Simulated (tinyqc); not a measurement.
Hubbard chain of 2 sites, step by step. Computed by tinyqc, a small Python program that keeps every step. Settings: hopping = 0.89, U = 7.5, mixing = 0.5, iteration cap = 65. Command: `OMP_NUM_THREADS=1 python tinyqc.py 21341 21342 out.jsonl` (the two numbers bound the seeds that draw the settings). One thread of a shared host (Intel(R) Xeon(R) Processor @ 2.60GHz), about 0.2 s of CPU time with the checks. Later iterations appear only in the table of the cycle.

## Mean-field iteration 1

one-body matrix (hopping and site energies) (eV):
```
           1          2
1   0.000000  -0.890000
2  -0.890000   0.000000
```

U = 7.500000 eV

electrons, up and down: 1  1

mixing = 0.500000

n(up) at the start (a guess, not normalised): 1 0.800000, 2 0.200000

n(down) at the start (a guess): 1 0.200000, 2 0.800000

H(up) = T + U n(down), H(down) = T + U n(up); fill the lowest levels; n(new) = n + mixing (n(out) - n); E = tr T (rho up + rho down) + U sum n_up n_down of the output.

levels, up (eV): 1.330372  6.169628

levels, down (eV): 1.330372  6.169628

energy = -0.147371 eV

n(up) after iteration 1: 1 0.882474, 2 0.117526

n(down) after iteration 1: 1 0.117526, 2 0.882474

## Mean-field iteration 2

As before.

levels, up (eV): 0.746553  6.753447

levels, down (eV): 0.746553  6.753447

energy = -0.198176 eV

n(up) after iteration 2: 1 0.930009, 2 0.069991

n(down) after iteration 2: 1 0.069991, 2 0.930009

## Convergence

Each step fills the lowest levels of T + U n(other spin) and sets n(new) = n + mixing (n(out) - n); stop when output and input agree to 1e-8.

Course of the cycle:

| iteration | E (eV) | largest \|n(out) - n(in)\| | mean \|n_up - n_down\| |
|---|---|---|---|
| 1 | -0.14737126 | 1.65e-01 | 0.929895 |
| 2 | -0.19817610 | 9.51e-02 | 0.955087 |
| 3 | -0.20814073 | 5.20e-02 | 0.963968 |
| 4 | -0.21043665 | 2.79e-02 | 0.967767 |
| 5 | -0.21101594 | 1.48e-02 | 0.969566 |
| 6 | -0.21116925 | 7.87e-03 | 0.970464 |
| 7 | -0.21121085 | 4.17e-03 | 0.970924 |
| 8 | -0.21122228 | 2.20e-03 | 0.971163 |
| 9 | -0.21122545 | 1.16e-03 | 0.971289 |
| 10 | -0.21122633 | 6.15e-04 | 0.971355 |
| 11 | -0.21122657 | 3.25e-04 | 0.971389 |
| ... | ... | ... | ... |
| 18 | -0.21122667 | 3.72e-06 | 0.971428 |
| 19 | -0.21122667 | 1.97e-06 | 0.971428 |
| 20 | -0.21122667 | 1.04e-06 | 0.971428 |
| 21 | -0.21122667 | 5.49e-07 | 0.971428 |
| 22 | -0.21122667 | 2.90e-07 | 0.971428 |
| 23 | -0.21122667 | 1.53e-07 | 0.971428 |
| 24 | -0.21122667 | 8.09e-08 | 0.971428 |
| 25 | -0.21122667 | 4.27e-08 | 0.971428 |
| 26 | -0.21122667 | 2.26e-08 | 0.971428 |
| 27 | -0.21122667 | 1.19e-08 | 0.971428 |
| 28 | -0.21122667 | 6.29e-09 | 0.971428 |

local moments n_up - n_down: 1 0.971428, 2 -0.971428

Converged in 28 iterations. Before convergence this energy mixes input and output and is not variational, so it may rise towards its limit.

## The many-body Hamiltonian

Basis: all placements (u, d, 2, 0 on each site), up operators ordered before down ones; hops carry the sign of the same-spin electrons passed.

H (eV):
```
           20         ud         du         02
20   7.500000  -0.890000  -0.890000   0.000000
ud  -0.890000   0.000000   0.000000  -0.890000
du  -0.890000   0.000000   0.000000  -0.890000
02   0.000000  -0.890000  -0.890000   7.500000
```

## Exact diagonalisation (4 states)

Lowest levels of the sector, and the double occupancy of the lowest state.

lowest levels (eV): -0.401012  0.000000  7.500000  7.901012

double occupancy per site = 0.024151

The mean-field solution above lies 0.1898 eV above the exact energy.
